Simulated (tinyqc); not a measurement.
Inside a calculation. Model: millisecond and nanosecond annealing: surface heating, thermal budget and solid-phase regrowth. Computed by tinyqc, a small Python program that keeps every step. Command: `OMP_NUM_THREADS=1 python tinyqc.py 3005682 3005683 out.jsonl flash walk`. One thread of a shared host (Intel(R) Xeon(R) Processor @ 2.30GHz), about 0.01 s of CPU time with the checks. Intermediate numbers are printed to about 6 digits and carried at full precision; extremes and crossings named in words are read from the listed rows.

A square pulse heats the surface of a thick wafer with constant thermal properties; losses by radiation are neglected and silicon melts at 1414 C.

Inputs (values chosen for the exercise, modelled on hot silicon with boron):
```
quantity,value,unit
incident fluence,0.32,J/cm^2
pulse length t_p,1.7e-07,s
reflectance R,0.3,-
thermal conductivity k,0.3,W/(cm K)
heat capacity per volume c,2.39,J/(cm^3 K)
preheat temperature T0,400,C
wafer thickness d,775,um
dopant prefactor D0,1.14,cm^2/s
dopant activation energy E,3.5,eV
regrowth prefactor v0,5.7e+08,cm/s
regrowth energy E_v,2.71,eV
amorphous layer,7.1,nm
```

Source: pulsed laser.

Constants: k_B = 8.617333262e-05 eV/K.

## Peak temperature

Absorbed flux q = (1 - R) fluence/t_p; kappa = k/c. With f(z, t) = (2 q/k) sqrt(kappa t) ierfc(z/(2 sqrt(kappa t))), ierfc(x) = exp(-x^2)/sqrt(pi) - x erfc(x): T = T0 + f(z, t) during the pulse and T0 + f(z, t) - f(z, t - t_p) after it. At the surface the rise at the end of the pulse is 2 q sqrt(t_p/(pi k c)); the fluence that just melts the surface scales with (1414 - T0).

absorbed flux q = 1.31765e+06 W/cm^2

kappa = 0.125523 cm^2/s

thermal length sqrt(kappa t_p) = 1.46078 um

peak temperature = 1123.97 C

fluence at the melting threshold = 0.448197 J/cm^2

The heated layer is 0.19 % of the wafer thickness, so the cold bulk quenches the surface.

## Temperature in depth and time

The formulas are those given above.

Temperature (C):
```
t/t_p,surface,z = 0.5 thermal lengths,z = 1,z = 2
0.10,628.94,437.994,402.530,400.000
0.25,761.98,528.090,432.243,400.627
0.50,911.92,653.812,506.910,410.895
0.75,1026.97,757.709,583.486,433.779
1.00,1123.97,847.950,656.179,464.487
1.10,930.36,843.248,681.492,478.109
1.50,774.75,748.754,681.973,525.832
2.00,699.88,686.924,651.445,549.334
4.00,593.99,590.518,580.483,545.387
10.00,517.48,516.712,514.428,505.731
```

One tenth of a pulse length after the end the surface has lost 194 C: cooling starts as sqrt(t - t_p), much faster than heating ends.

## Thermal budget

Temperatures in kelvin are T(C) + 273.15. Integrate exp(-E/(k_B T(t))) at the surface from 0 to 10 t_p (Gauss-Legendre, 60 points in sqrt(t) up to t_p and 60 in sqrt(t - t_p) after it). (Dt) = D0 x integral with E; regrowth = v0 x integral with E_v; effective time = integral/exp(-E/(k_B T_peak)).

budget (Dt) = 5.79164e-21 cm^2

diffusion length 2 sqrt(Dt) = 0.00152206 nm

effective time over t_p = 0.126150

possible regrowth = 0.0262501 nm

Only 12.6 % of the pulse counts at the peak; the estimate 2 k_B T_peak^2/(E (T_peak - T0)) gives 13.3 %. The amorphous layer of 7.1 nm regrows only by 0.37 % of its thickness. Caution: equilibrium diffusivities are used; implant damage enhances diffusion, and k and c vary with temperature. Caution: a diffusion length below the atomic spacing of 0.235 nm means about one jump per atom or fewer, so the profile does not change measurably.

## Same peak temperature, different pulse lengths

For each t_p the flux is set so that the peak temperature stays the same: q sqrt(t_p) is fixed.

Pulses:
```
t_p (s),fluence (J/cm^2),q (W/cm^2),thermal length (um),2 sqrt(Dt) (nm),regrowth (nm)
1.00e-07,2.45429e-01,1.71800e+06,1.12037e+00,1.16736e-03,1.54412e-02
1.00e-06,7.76114e-01,5.43280e+05,3.54292e+00,3.69153e-03,1.54412e-01
1.00e-05,2.45429e+00,1.71800e+05,1.12037e+01,1.16736e-02,1.54412e+00
1.00e-04,7.76114e+00,5.43280e+04,3.54292e+01,3.69153e-02,1.54412e+01
3.00e-04,1.34427e+01,3.13663e+04,6.13652e+01,6.39392e-02,4.63236e+01
1.00e-03,2.45429e+01,1.71800e+04,1.12037e+02,1.16736e-01,1.54412e+02
3.00e-03,4.25095e+01,9.91889e+03,1.94054e+02,2.02193e-01,4.63236e+02
1.00e-02,7.76114e+01,5.43280e+03,3.54292e+02,3.69153e-01,1.54412e+03
```

Fluence and diffusion length grow as sqrt(t_p), regrowth as t_p. The layer of 7.1 nm regrows from t_p = 0.0001 s on among these rows, at a diffusion length of 0.037 nm. Caution: the shortest pulses need a source absorbed within their thermal length, and the longest also heat the back of the wafer, which the thick-wafer formula leaves out.

Checks made by the program: heat stored at the end of the pulse against the absorbed fluence (relative difference below 1e-10).
